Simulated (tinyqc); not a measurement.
A ladder of methods, and size consistency: correlation methods against full CI in the sto-3g basis, for BeH2, spin multiplicity 1. Computed by the program tinyqc with PySCF. All electrons correlated; +Q is the Davidson correction (1 - c0^2) E_corr. The last columns treat two copies 100 angstrom apart as one system. FCI is the lowest singlet.

Geometry (angstrom):

| atom | x | y | z |
|---|---|---|---|
| Be | 0.0000 | 0.0000 | 0.0000 |
| H | 0.0000 | 1.2300 | 0.1410 |
| H | 0.0000 | -1.2300 | 0.1410 |

RHF energy of one = -15.557194 hartree

Correlation energies (hartree):

| method | E_corr of one | share of FCI (%) | E_corr of two at 100 angstrom | two minus twice one (mhartree) |
|---|---|---|---|---|
| MP2 | -0.021382 | 67.7336 | -0.042764 | 0.0000 |
| CISD | -0.030953 | 98.0523 | -0.060598 | 1.3082 |
| CISD+Q | -0.031637 | 100.2209 | -0.063099 | 0.1759 |
| CCSD | -0.031231 | 98.9339 | -0.062462 | 0.0000 |
| CCSD(T) | -0.031414 | 99.5147 | -0.062829 | 0.0000 |
| FCI | -0.031568 | 100.0000 | - | - |

What does the comparison show, and why?

MP2 recovers 68 %, CISD 98.1 % and CCSD 98.9 % of the FCI value (c0^2 = 0.978 in CISD). MP2 and coupled cluster are size consistent, so their last column vanishes; CISD loses 1.31 mhartree, since a double excitation on each copy is a quadruple of the pair, and the Davidson correction leaves +0.18.
